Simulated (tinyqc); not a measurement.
# Worked calculation: capacitance of parallel on-chip lines from Laplace's equation on a mesh

Numbers from tinyqc (`OMP_NUM_THREADS=1 python tinyqc.py 2790147 2790148 out.jsonl`; about 0.9 s on one thread of a shared Intel Xeon 2.30GHz). Printed values are rounded.

Cross-section of an endless row of equal lines between two grounded planes; neighbours are driven in antiphase (+1 V and -1 V), so the plane midway between two lines is at 0 V. By symmetry one quarter is solved: x runs from the centre of a line (column 0, mirror) to that midplane (column 3, 0 V), y from the mid-height of the line (row 0, mirror) to the ground plane (row 4, 0 V). The line fills columns 0 to 1 and rows 0 to 2 at 1 V. Cells beside the line (below row 2) have e2, cells above have e1. Each link between nodes has the conductance g = mean permittivity of the two cells beside it (a cell beyond a mirror counts as 0), and the free nodes obey sum g (V_neighbour - V) = 0.

Parameters, values chosen for the exercise: relative permittivity above and below the lines e1 = 4.2; relative permittivity between the lines e2 = 2; over-relaxation factor om = 1.2.

Constants: eps0 = 8.8541878128e-12 F/m. Results are converted to the units shown.

## Link conductances

gx[j, i] joins node (row j, column i) to column i + 1, gy[j, i] to row j + 1.

gx:
```
	col 0	col 1	col 2
row 0	1	1	1
row 1	2	2	2
row 2	3.1	3.1	3.1
row 3	4.2	4.2	4.2
row 4	2.1	2.1	2.1
```

gy:
```
	col 0	col 1	col 2	col 3
row 0	1	2	2	1
row 1	1	2	2	1
row 2	2.1	4.2	4.2	2.1
row 3	2.1	4.2	4.2	2.1
```

## Iteration 1: relaxation sweep

V at the start (V):
```
	col 0	col 1	col 2	col 3
row 0	1	1	0	0
row 1	1	1	0	0
row 2	1	1	0	0
row 3	0	0	0	0
row 4	0	0	0	0
```

One sweep visits the free nodes row by row from row 0, left to right, and replaces V by V + om (weighted mean of the neighbours - V), using new values at once.

V after sweep 1 (V):
```
	col 0	col 1	col 2	col 3
row 0	1.000000	1.000000	0.300000	0.000000
row 1	1.000000	1.000000	0.390000	0.000000
row 2	1.000000	1.000000	0.375484	0.000000
row 3	0.300000	0.390000	0.229645	0.000000
row 4	0.000000	0.000000	0.000000	0.000000
```

## Iteration 2: relaxation sweep

As before.

V after sweep 2 (V):
```
	col 0	col 1	col 2	col 3
row 0	1.000000	1.000000	0.474000	0.000000
row 1	1.000000	1.000000	0.476845	0.000000
row 2	1.000000	1.000000	0.410535	0.000000
row 3	0.474000	0.433094	0.207160	0.000000
row 4	0.000000	0.000000	0.000000	0.000000
```

## Course of the relaxation

Stop when no node changes by 1e-7 V. C = 4 eps0 sum g (difference of V along the link)^2, in aF/um.

Course of the iteration:
```
sweep	C (aF/um)	largest change (V)
1	261.5571	0.390
2	249.9714	0.174
3	249.7045	0.0180
4	249.6792	9.04e-3
5	249.6778	2.68e-3
6	249.6777	7.24e-4
7	249.6777	6.42e-5
8	249.6777	2.61e-5
9	249.6777	1.90e-6
10	249.6777	1.36e-6
11	249.6777	1.27e-7
12	249.6777	7.11e-8
```

Converged in 12 sweeps. Over the last four sweeps the change shrinks by about 0.23 a sweep. C comes down from above, since the solution minimises the energy.

## Capacitance per length

converged V (V):
```
	col 0	col 1	col 2	col 3
row 0	1.000000	1.000000	0.484900	0.000000
row 1	1.000000	1.000000	0.469800	0.000000
row 2	1.000000	1.000000	0.394299	0.000000
row 3	0.457473	0.414946	0.202311	0.000000
row 4	0.000000	0.000000	0.000000	0.000000
```

C = 4 eps0 sum g (difference of V)^2 over all links (twice the energy of the four quarters, line at 1 V). Plate estimate without fringing: eps0 [2 e1 w/hd + 2 e2 t/(s/2)], w = 2 hx, t = 4 hx, s/2 = 2 hx, hd = 2 hx.

C = 249.6777 aF/um
plate estimate = 145.2087 aF/um

C depends on the shape only, not on the mesh step hx. Meshes 6, 12 and 24 times finer extrapolate (Aitken) to 223.6 aF/um; this mesh is 12 % above that, and the plate estimate is 35 % below it.
